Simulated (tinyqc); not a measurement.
Raman shift of the zone-centre optical phonon of a diamond-structure crystal under stress: one step, computed by the program tinyqc.

Axes x, y, z are the cube axes. Strain shifts the threefold optical mode and can split it; p, q and r are the phonon deformation potentials.

Question. The line seen from a (001) surface. Backscattering from a (001) surface: incident polarisation (cos phi, sin phi, 0). With Raman tensors (R_z)_xy = (R_z)_yx = 1 and cyclic, only the z component u_z of a mode counts: I = u_z^2 sin^2(2 phi) for parallel and u_z^2 cos^2(2 phi) for crossed polarisers. An unresolved line sits at the intensity-weighted shift, which is M_zz/(2 omega_0).

Inputs (values chosen for the exercise, modelled on germanium): stress sigma (tension positive) = 0.37 GPa; polarisation angle phi = 75 degree.

Stress state: uniaxial. Axis: [110].

M/(2 omega_0) (1/cm), rows x, y, z:
```
[[-0.3878567, -0.4521537, 0.0000000],
 [-0.4521537, -0.3878567, 0.0000000],
 [0.0000000, 0.0000000, -0.5089715]]
```

Give: total intensity, parallel; total intensity, crossed; shift of the observed line; shift per stress; stress per shift.

Answer.

total intensity, parallel = 0.25

total intensity, crossed = 0.75

shift of the observed line = -0.5090 1/cm

shift per stress = -1.376 1/(cm GPa)

stress per shift = -727.0 MPa cm

The z-polarised mode is an eigenmode here, so one line is seen.
